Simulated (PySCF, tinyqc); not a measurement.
Worked calculation (part 1 of 2): RHF in the 6-31g basis, for H3-, spin multiplicity 1. The basis has no diffuse functions, so it cannot describe the extra electron: this is an exercise in the method, not the real anion. The lowest restricted solution is unstable here: a spin-polarised one lies 0.0666 hartree lower (PySCF). Computed by tinyqc, a small Python program that keeps every step (integrals from PySCF). Settings: charge = -1, multiplicity = 1, basis = 6-31g, energy threshold = 1e-09, iteration cap = 72, orthogonalisation = symmetric, start = core, DIIS depth = 8, method = RHF. Command: `OMP_NUM_THREADS=1 python tinyqc.py 20544 20545 out.jsonl` (the two numbers bound the seeds that draw the settings). One thread of a shared host (Intel(R) Xeon(R) Processor @ 2.60GHz), about 0.07 s of CPU time with the checks. Later iterations appear only in the table of the cycle.

## One-electron integrals

Geometry (angstrom):
```
atom        x        y        z
H     0.00000  0.00000  0.00000
H     0.00000  0.00000  0.94800
H     0.00000  0.82100  0.47400
```

Basis 6-31g: exponents (1/bohr^2) and contraction coefficients of normalised primitives:
```
element  l (shell)  exponent  coefficient
H            s (1)  18.73114      0.03349
H            s (1)   2.82539      0.23473
H            s (1)   0.64012      0.81376
H            s (2)   0.16128      1.00000
```

Overlap, kinetic and nuclear-attraction integrals over the contracted functions; the nuclear repulsion is the sum of Za Zb / Rab.

nuclear repulsion = 1.6746034 hartree

overlap S:
```
         1H 1s    1H 2s    2H 1s    2H 2s    3H 1s    3H 2s
1H 1s  1.00000  0.65829  0.28820  0.43175  0.28820  0.43175
1H 2s  0.65829  1.00000  0.43175  0.77198  0.43175  0.77198
2H 1s  0.28820  0.43175  1.00000  0.65829  0.28820  0.43175
2H 2s  0.43175  0.77198  0.65829  1.00000  0.43175  0.77198
3H 1s  0.28820  0.43175  0.28820  0.43175  1.00000  0.65829
3H 2s  0.43175  0.77198  0.43175  0.77198  0.65829  1.00000
```

kinetic energy T (hartree):
```
         1H 1s    1H 2s    2H 1s    2H 2s    3H 1s    3H 2s
1H 1s  1.39568  0.25974  0.05668  0.12216  0.05668  0.12216
1H 2s  0.25974  0.24192  0.12216  0.15453  0.12216  0.15453
2H 1s  0.05668  0.12216  1.39568  0.25974  0.05668  0.12216
2H 2s  0.12216  0.15453  0.25974  0.24192  0.12216  0.15453
3H 1s  0.05668  0.12216  0.05668  0.12216  1.39568  0.25974
3H 2s  0.12216  0.15453  0.12216  0.15453  0.25974  0.24192
```

nuclear attraction V (hartree):
```
          1H 1s     1H 2s     2H 1s     2H 2s     3H 1s     3H 2s
1H 1s  -2.76657  -1.46201  -0.76541  -0.99980  -0.76539  -0.99980
1H 2s  -1.46201  -1.58959  -0.99980  -1.30207  -0.99980  -1.30206
2H 1s  -0.76541  -0.99980  -2.76657  -1.46201  -0.76539  -0.99980
2H 2s  -0.99980  -1.30207  -1.46201  -1.58959  -0.99980  -1.30206
3H 1s  -0.76539  -0.99980  -0.76539  -0.99980  -2.76656  -1.46201
3H 2s  -0.99980  -1.30206  -0.99980  -1.30206  -1.46201  -1.58959
```

core Hamiltonian H = T + V (hartree):
```
          1H 1s     1H 2s     2H 1s     2H 2s     3H 1s     3H 2s
1H 1s  -1.37089  -1.20228  -0.70872  -0.87764  -0.70871  -0.87764
1H 2s  -1.20228  -1.34767  -0.87764  -1.14753  -0.87763  -1.14753
2H 1s  -0.70872  -0.87764  -1.37089  -1.20228  -0.70871  -0.87764
2H 2s  -0.87764  -1.14753  -1.20228  -1.34767  -0.87763  -1.14753
3H 1s  -0.70871  -0.87763  -0.70871  -0.87763  -1.37088  -1.20228
3H 2s  -0.87764  -1.14753  -0.87764  -1.14753  -1.20228  -1.34767
```

## Two-electron integrals

Functions are numbered as in S; the eight-fold symmetry (ij|kl) = (ji|kl) = (kl|ij) leaves the list below.

Two-electron integrals (ij|kl) in chemists' order, unique and non-zero (hartree):
```
(11|11) 1.07657   (21|11) 0.57847   (21|21) 0.32942   (22|11) 0.58740
(22|21) 0.36130   (22|22) 0.45315   (31|11) 0.23862   (31|21) 0.13840
(31|22) 0.15542   (31|31) 0.07789   (32|11) 0.25953   (32|21) 0.16075
(32|22) 0.20195   (32|31) 0.09751   (32|32) 0.14061   (33|11) 0.54448
(33|21) 0.34646   (33|22) 0.45343   (33|31) 0.23862   (33|32) 0.37031
(33|33) 1.07657   (41|11) 0.37031   (41|21) 0.21207   (41|22) 0.23466
(41|31) 0.09751   (41|32) 0.11638   (41|33) 0.25953   (41|41) 0.14061
(42|11) 0.42253   (42|21) 0.26216   (42|22) 0.33530   (42|31) 0.12829
(42|32) 0.17802   (42|33) 0.42253   (42|41) 0.17802   (42|42) 0.27006
(43|11) 0.34646   (43|21) 0.21907   (43|22) 0.28722   (43|31) 0.13840
(43|32) 0.21207   (43|33) 0.57847   (43|41) 0.16075   (43|42) 0.26216
(43|43) 0.32942   (44|11) 0.45343   (44|21) 0.28722   (44|22) 0.38575
(44|31) 0.15542   (44|32) 0.23466   (44|33) 0.58740   (44|41) 0.20195
(44|42) 0.33530   (44|43) 0.36130   (44|44) 0.45315   (51|11) 0.23861
(51|21) 0.13840   (51|22) 0.15542   (51|31) 0.06540   (51|32) 0.07864
(51|33) 0.17361   (51|41) 0.09305   (51|42) 0.11984   (51|43) 0.10844
(51|44) 0.13688   (51|51) 0.07788   (52|11) 0.25953   (52|21) 0.16075
(52|22) 0.20195   (52|31) 0.07865   (52|32) 0.10517   (52|33) 0.24033
(52|41) 0.10982   (52|42) 0.16153   (52|43) 0.15071   (52|44) 0.19413
(52|51) 0.09751   (52|52) 0.14061   (53|11) 0.17361   (53|21) 0.10844
(53|22) 0.13688   (53|31) 0.06540   (53|32) 0.09305   (53|33) 0.23861
(53|41) 0.07864   (53|42) 0.11984   (53|43) 0.13840   (53|44) 0.15542
(53|51) 0.06540   (53|52) 0.09305   (53|53) 0.07788   (54|11) 0.24033
(54|21) 0.15071   (54|22) 0.19413   (54|31) 0.07865   (54|32) 0.10982
(54|33) 0.25953   (54|41) 0.10517   (54|42) 0.16153   (54|43) 0.16075
(54|44) 0.20195   (54|51) 0.09305   (54|52) 0.13855   (54|53) 0.09751
(54|54) 0.14061   (55|11) 0.54448   (55|21) 0.34646   (55|22) 0.45343
(55|31) 0.17361   (55|32) 0.24033   (55|33) 0.54448   (55|41) 0.24033
(55|42) 0.37131   (55|43) 0.34646   (55|44) 0.45343   (55|51) 0.23861
(55|52) 0.37031   (55|53) 0.23861   (55|54) 0.37031   (55|55) 1.07657
(61|11) 0.37031   (61|21) 0.21206   (61|22) 0.23465   (61|31) 0.09305
(61|32) 0.10982   (61|33) 0.24033   (61|41) 0.13856   (61|42) 0.17411
(61|43) 0.15071   (61|44) 0.19413   (61|51) 0.09751   (61|52) 0.11638
(61|53) 0.07864   (61|54) 0.10982   (61|55) 0.25953   (61|61) 0.14061
(62|11) 0.42253   (62|21) 0.26216   (62|22) 0.33530   (62|31) 0.11985
(62|32) 0.16153   (62|33) 0.37131   (62|41) 0.17411   (62|42) 0.25885
(62|43) 0.23378   (62|44) 0.30937   (62|51) 0.12829   (62|52) 0.17802
(62|53) 0.11984   (62|54) 0.17411   (62|55) 0.42253   (62|61) 0.17802
(62|62) 0.27005   (63|11) 0.24033   (63|21) 0.15071   (63|22) 0.19413
(63|31) 0.09305   (63|32) 0.13856   (63|33) 0.37031   (63|41) 0.10982
(63|42) 0.17411   (63|43) 0.21206   (63|44) 0.23465   (63|51) 0.07864
(63|52) 0.10982   (63|53) 0.09751   (63|54) 0.11638   (63|55) 0.25953
(63|61) 0.10517   (63|62) 0.16153   (63|63) 0.14061   (64|11) 0.37131
(64|21) 0.23378   (64|22) 0.30937   (64|31) 0.11985   (64|32) 0.17411
(64|33) 0.42253   (64|41) 0.16153   (64|42) 0.25885   (64|43) 0.26216
(64|44) 0.33530   (64|51) 0.11984   (64|52) 0.17411   (64|53) 0.12829
(64|54) 0.17802   (64|55) 0.42253   (64|61) 0.16153   (64|62) 0.25884
(64|63) 0.17802   (64|64) 0.27005   (65|11) 0.34646   (65|21) 0.21907
(65|22) 0.28722   (65|31) 0.10844   (65|32) 0.15071   (65|33) 0.34646
(65|41) 0.15071   (65|42) 0.23378   (65|43) 0.21907   (65|44) 0.28722
(65|51) 0.13840   (65|52) 0.21206   (65|53) 0.13840   (65|54) 0.21206
(65|55) 0.57847   (65|61) 0.16075   (65|62) 0.26216   (65|63) 0.16075
(65|64) 0.26216   (65|65) 0.32942   (66|11) 0.45343   (66|21) 0.28722
(66|22) 0.38575   (66|31) 0.13688   (66|32) 0.19413   (66|33) 0.45343
(66|41) 0.19413   (66|42) 0.30937   (66|43) 0.28722   (66|44) 0.38575
(66|51) 0.15542   (66|52) 0.23465   (66|53) 0.15542   (66|54) 0.23465
(66|55) 0.58740   (66|61) 0.20195   (66|62) 0.33530   (66|63) 0.20195
(66|64) 0.33530   (66|65) 0.36130   (66|66) 0.45315
```

## Orthogonalisation

S = U s U^T; symmetric (Loewdin) form X = U s^(-1/2) U^T, so that X^T S X = 1.

eigenvalues of S: 0.13850  0.13850  0.46334  0.80132  0.80132  3.65702

X:
```
          1H 1s     1H 2s     2H 1s     2H 2s     3H 1s     3H 2s
1H 1s   1.26587  -0.50800  -0.06327   0.02857  -0.06327   0.02857
1H 2s  -0.50800   1.93422   0.02857  -0.54078   0.02857  -0.54077
2H 1s  -0.06327   0.02857   1.26587  -0.50800  -0.06327   0.02857
2H 2s   0.02857  -0.54078  -0.50800   1.93422   0.02857  -0.54077
3H 1s  -0.06327   0.02857  -0.06327   0.02857   1.26587  -0.50800
3H 2s   0.02857  -0.54077   0.02857  -0.54077  -0.50800   1.93422
```

## Starting guess

The start is the orbitals of the core Hamiltonian; D = 2 C_occ C_occ^T.

D at the start:
```
          1H 1s     1H 2s     2H 1s     2H 2s     3H 1s     3H 2s
1H 1s   0.44676   0.32704   0.44676   0.32704  -0.06626  -0.46252
1H 2s   0.32704   0.41984   0.32704   0.41984  -0.46252  -0.79532
2H 1s   0.44676   0.32704   0.44676   0.32704  -0.06626  -0.46252
2H 2s   0.32704   0.41984   0.32704   0.41984  -0.46252  -0.79532
3H 1s  -0.06626  -0.46252  -0.06626  -0.46252   0.95978   1.11661
3H 2s  -0.46252  -0.79532  -0.46252  -0.79532   1.11661   1.63501
```

## Iteration 1: building the Fock matrix

J_ij = sum D_kl (ij|kl), K_ij = sum D_kl (ik|jl); F = H + J - 0.5 K; E = tr D H + tr D J / 2 - 0.25 tr D K + E_nn.

Coulomb J (hartree):
```
         1H 1s    1H 2s    2H 1s    2H 2s    3H 1s    3H 2s
1H 1s  2.43923  1.47800  0.74599  1.01263  0.77900  1.02015
1H 2s  1.47800  1.82750  1.01263  1.48441  1.09968  1.51889
2H 1s  0.74599  1.01263  2.43923  1.47800  0.77900  1.02015
2H 2s  1.01263  1.48441  1.47800  1.82750  1.09968  1.51889
3H 1s  0.77900  1.09968  0.77900  1.09968  2.81461  1.64885
3H 2s  1.02015  1.51889  1.02015  1.51889  1.64885  1.93674
```

exchange K (hartree):
```
         1H 1s    1H 2s    2H 1s    2H 2s    3H 1s    3H 2s
1H 1s  1.16096  0.90239  0.80056  0.80469  0.56911  0.69184
1H 2s  0.90239  0.86072  0.80469  0.82585  0.78542  0.79713
2H 1s  0.80056  0.80469  1.16096  0.90239  0.56911  0.69184
2H 2s  0.80469  0.82585  0.90239  0.86072  0.78542  0.79713
3H 1s  0.56911  0.78542  0.56911  0.78542  1.79641  1.21052
3H 2s  0.69184  0.79713  0.69184  0.79713  1.21052  1.00392
```

Fock matrix F (hartree):
```
          1H 1s     1H 2s     2H 1s     2H 2s     3H 1s     3H 2s
1H 1s   0.48787  -0.17547  -0.36301  -0.26736  -0.21427  -0.20340
1H 2s  -0.17547   0.04947  -0.26736  -0.07604  -0.17066  -0.02720
2H 1s  -0.36301  -0.26736   0.48787  -0.17547  -0.21427  -0.20340
2H 2s  -0.26736  -0.07604  -0.17547   0.04947  -0.17066  -0.02720
3H 1s  -0.21427  -0.17066  -0.21427  -0.17066   0.54552  -0.15868
3H 2s  -0.20340  -0.02720  -0.20340  -0.02720  -0.15868   0.08711
```

total energy of this density = -0.8931913 hartree

## Iteration 1: diagonalisation and new density

Diagonalise F' = X^T F X, C = X C', fill 2 alpha and 2 beta electrons from the bottom; D = 2 C_occ C_occ^T. Each column has its largest component positive (the first on a tie).

F' = X^T F X (hartree):
```
          1         2         3         4         5         6
1   1.05852  -0.54887  -0.34973  -0.10410  -0.19897  -0.03344
2  -0.54887   0.62789  -0.10410  -0.14186  -0.01143  -0.08630
3  -0.34973  -0.10410   1.05852  -0.54887  -0.19897  -0.03344
4  -0.10410  -0.14186  -0.54887   0.62789  -0.01143  -0.08630
5  -0.19897  -0.01143  -0.19897  -0.01143   1.12427  -0.64947
6  -0.03344  -0.08630  -0.03344  -0.08630  -0.64947   0.68431
```

orbital energies (hartree): MO1 -0.18435, MO2 0.32664, MO3 0.54151, MO4 1.17883, MO5 1.63649, MO6 1.68228

coefficients C:
```
           MO1       MO2       MO3       MO4       MO5       MO6
1H 1s  0.27416  -0.08221   0.09152   0.75442  -1.00940   0.43794
1H 2s  0.25513  -0.69843   1.38383  -0.64462   1.13657  -0.64077
2H 1s  0.27416  -0.08221  -0.09152   0.75442   1.00940   0.43794
2H 2s  0.25513  -0.69843  -1.38383  -0.64462  -1.13657  -0.64077
3H 1s  0.18777   0.26323   0.00000   0.44320   0.00000  -1.25266
3H 2s  0.05953   1.45491   0.00000  -0.25720   0.00000   1.54896
```

D after iteration 1:
```
          1H 1s     1H 2s     2H 1s     2H 2s     3H 1s     3H 2s
1H 1s   0.16385   0.25473   0.16385   0.25473   0.05968  -0.20658
1H 2s   0.25473   1.10580   0.25473   1.10580  -0.27188  -2.00194
2H 1s   0.16385   0.25473   0.16385   0.25473   0.05968  -0.20658
2H 2s   0.25473   1.10580   0.25473   1.10580  -0.27188  -2.00194
3H 1s   0.05968  -0.27188   0.05968  -0.27188   0.20909   0.78830
3H 2s  -0.20658  -2.00194  -0.20658  -2.00194   0.78830   4.24062
```

## Iteration 2: building the Fock matrix

As before.

Coulomb J (hartree):
```
         1H 1s    1H 2s    2H 1s    2H 2s    3H 1s    3H 2s
1H 1s  2.15090  1.32356  0.65276  0.90074  0.66484  0.90218
1H 2s  1.32356  1.68813  0.90074  1.36228  0.94557  1.38211
2H 1s  0.65276  0.90074  2.15090  1.32356  0.66484  0.90218
2H 2s  0.90074  1.36228  1.32356  1.68813  0.94557  1.38211
3H 1s  0.66484  0.94557  0.66484  0.94557  2.34153  1.42081
3H 2s  0.90218  1.38211  0.90218  1.38211  1.42081  1.76536
```

exchange K (hartree):
```
         1H 1s    1H 2s    2H 1s    2H 2s    3H 1s    3H 2s
1H 1s  0.94111  0.84245  0.66510  0.75317  0.50699  0.65718
1H 2s  0.84245  0.91760  0.75317  0.87657  0.69350  0.83128
2H 1s  0.66510  0.75317  0.94111  0.84245  0.50699  0.65718
2H 2s  0.75317  0.87657  0.84245  0.91760  0.69350  0.83128
3H 1s  0.50699  0.69350  0.50699  0.69350  1.23431  1.03660
3H 2s  0.65718  0.83128  0.65718  0.83128  1.03660  1.05777
```

Fock matrix F (hartree):
```
          1H 1s     1H 2s     2H 1s     2H 2s     3H 1s     3H 2s
1H 1s   0.30945  -0.29994  -0.38851  -0.35349  -0.29737  -0.30405
1H 2s  -0.29994  -0.11834  -0.35349  -0.22354  -0.27882  -0.18106
2H 1s  -0.38851  -0.35349   0.30945  -0.29994  -0.29737  -0.30405
2H 2s  -0.35349  -0.22354  -0.29994  -0.11834  -0.27882  -0.18106
3H 1s  -0.29737  -0.27882  -0.29737  -0.27882   0.35349  -0.29976
3H 2s  -0.30405  -0.18106  -0.30405  -0.18106  -0.29976  -0.11120
```

total energy of this density = -1.2760641 hartree

## Iteration 2: DIIS over 2 matrices

error matrix X^T (FDS - SDF) X:
```
          1         2         3         4         5         6
1   0.00000   0.00902   0.00000   0.00902   0.01017  -0.01618
2  -0.00902   0.00000  -0.00902   0.00000   0.02118  -0.00682
3   0.00000   0.00902   0.00000   0.00902   0.01017  -0.01618
4  -0.00902   0.00000  -0.00902   0.00000   0.02118  -0.00682
5  -0.01017  -0.02118  -0.01017  -0.02118   0.00000   0.00999
6   0.01618   0.00682   0.01618   0.00682  -0.00999   0.00000
```

B (overlaps of the stored error matrices):
```
               1              2
1  1.8539498e+00  4.6053940e-02
2  4.6053940e-02  4.2907971e-03
```

Minimise |sum c_i e_i|^2 with sum c_i = 1: solve [B -1; -1 0][c; lambda] = [0; -1] with B_ij = tr e_i^T e_j, and take F = sum c_i F_i.

DIIS coefficients: -0.02365  1.02365

extrapolated F (hartree):
```
          1H 1s     1H 2s     2H 1s     2H 2s     3H 1s     3H 2s
1H 1s   0.30523  -0.30288  -0.38911  -0.35553  -0.29933  -0.30643
1H 2s  -0.30288  -0.12231  -0.35553  -0.22702  -0.28137  -0.18470
2H 1s  -0.38911  -0.35553   0.30523  -0.30288  -0.29933  -0.30643
2H 2s  -0.35553  -0.22702  -0.30288  -0.12231  -0.28137  -0.18470
3H 1s  -0.29933  -0.28137  -0.29933  -0.28137   0.34895  -0.30310
3H 2s  -0.30643  -0.18470  -0.30643  -0.18470  -0.30310  -0.11589
```

## Iteration 2: diagonalisation and new density

As before.

F' = X^T F X (hartree):
```
          1         2         3         4         5         6
1   0.88454  -0.56135  -0.29716  -0.11543  -0.22167  -0.05008
2  -0.56135   0.52284  -0.11543  -0.17866  -0.02990  -0.09413
3  -0.29716  -0.11543   0.88454  -0.56135  -0.22167  -0.05008
4  -0.11543  -0.17866  -0.56135   0.52284  -0.02990  -0.09413
5  -0.22167  -0.02990  -0.22167  -0.02990   0.94912  -0.65141
6  -0.05008  -0.09413  -0.05008  -0.09413  -0.65141   0.50159
```

orbital energies (hartree): MO1 -0.38605, MO2 0.18543, MO3 0.43515, MO4 1.05997, MO5 1.44806, MO6 1.52293

coefficients C:
```
           MO1       MO2       MO3       MO4       MO5       MO6
1H 1s  0.26678  -0.08925   0.15621   0.72744  -1.00143   0.48433
1H 2s  0.21776  -0.72316   1.30791  -0.60458   1.22317  -0.66568
2H 1s  0.26678  -0.08925  -0.15621   0.72744   1.00143   0.48433
2H 2s  0.21776  -0.72316  -1.30791  -0.60458  -1.22317  -0.66568
3H 1s  0.21328   0.23669   0.00000   0.51399   0.00000  -1.22656
3H 2s  0.13197   1.46864   0.00000  -0.35149   0.00000   1.51257
```

D after iteration 2:
```
          1H 1s     1H 2s     2H 1s     2H 2s     3H 1s     3H 2s
1H 1s   0.15827   0.24526   0.15827   0.24526   0.07155  -0.19173
1H 2s   0.24526   1.14075   0.24526   1.14075  -0.24944  -2.06665
2H 1s   0.15827   0.24526   0.15827   0.24526   0.07155  -0.19173
2H 2s   0.24526   1.14075   0.24526   1.14075  -0.24944  -2.06665
3H 1s   0.07155  -0.24944   0.07155  -0.24944   0.20301   0.75151
3H 2s  -0.19173  -2.06665  -0.19173  -2.06665   0.75151   4.34867
```

## Iteration 3: building the Fock matrix

As before.

Coulomb J (hartree):
```
         1H 1s    1H 2s    2H 1s    2H 2s    3H 1s    3H 2s
1H 1s  2.14346  1.31964  0.65055  0.89800  0.66271  0.89942
1H 2s  1.31964  1.68460  0.89800  1.35928  0.94276  1.37892
2H 1s  0.65055  0.89800  2.14346  1.31964  0.66271  0.89942
2H 2s  0.89800  1.35928  1.31964  1.68460  0.94276  1.37892
3H 1s  0.66271  0.94276  0.66271  0.94276  2.33392  1.41673
3H 2s  0.89942  1.37892  0.89942  1.37892  1.41673  1.76158
```

exchange K (hartree):
```
         1H 1s    1H 2s    2H 1s    2H 2s    3H 1s    3H 2s
1H 1s  0.93436  0.83931  0.66141  0.75072  0.51193  0.65623
1H 2s  0.83931  0.91644  0.75072  0.87551  0.69568  0.82958
2H 1s  0.66141  0.75072  0.93436  0.83931  0.51193  0.65623
2H 2s  0.75072  0.87551  0.83931  0.91644  0.69568  0.82958
3H 1s  0.51193  0.69568  0.51193  0.69568  1.22939  1.03507
3H 2s  0.65623  0.82958  0.65623  0.82958  1.03507  1.05588
```

Fock matrix F (hartree):
```
          1H 1s     1H 2s     2H 1s     2H 2s     3H 1s     3H 2s
1H 1s   0.30540  -0.30229  -0.38888  -0.35500  -0.30197  -0.30633
1H 2s  -0.30229  -0.12129  -0.35500  -0.22601  -0.28271  -0.18340
2H 1s  -0.38888  -0.35500   0.30540  -0.30229  -0.30197  -0.30633
2H 2s  -0.35500  -0.22601  -0.30229  -0.12129  -0.28271  -0.18340
3H 1s  -0.30197  -0.28271  -0.30197  -0.28271   0.34834  -0.30308
3H 2s  -0.30633  -0.18340  -0.30633  -0.18340  -0.30308  -0.11403
```

total energy of this density = -1.2769351 hartree

## Iteration 3: DIIS over 3 matrices

error matrix X^T (FDS - SDF) X:
```
          1         2         3         4        5         6
1   0.00000   0.00051   0.00000   0.00051  0.00164  -0.00428
2  -0.00051   0.00000  -0.00051   0.00000  0.00495  -0.00085
3   0.00000   0.00051   0.00000   0.00051  0.00164  -0.00428
4  -0.00051   0.00000  -0.00051   0.00000  0.00495  -0.00085
5  -0.00164  -0.00495  -0.00164  -0.00495  0.00000  -0.00047
6   0.00428   0.00085   0.00428   0.00085  0.00047   0.00000
```

B (overlaps of the stored error matrices):
```
               1              2              3
1  1.8539498e+00  4.6053940e-02  3.1705953e-03
2  4.6053940e-02  4.2907971e-03  8.1412573e-04
3  3.1705953e-03  8.1412573e-04  1.8753457e-04
```

As before.

DIIS coefficients: 0.00516  -0.29642  1.29126

extrapolated F (hartree):
```
          1H 1s     1H 2s     2H 1s     2H 2s     3H 1s     3H 2s
1H 1s   0.30514  -0.30233  -0.38885  -0.35500  -0.30288  -0.30648
1H 2s  -0.30233  -0.12128  -0.35500  -0.22597  -0.28329  -0.18329
2H 1s  -0.38885  -0.35500   0.30514  -0.30233  -0.30288  -0.30648
2H 2s  -0.35500  -0.22597  -0.30233  -0.12128  -0.28329  -0.18329
3H 1s  -0.30288  -0.28329  -0.30288  -0.28329   0.34783  -0.30332
3H 2s  -0.30648  -0.18329  -0.30648  -0.18329  -0.30332  -0.11383
```
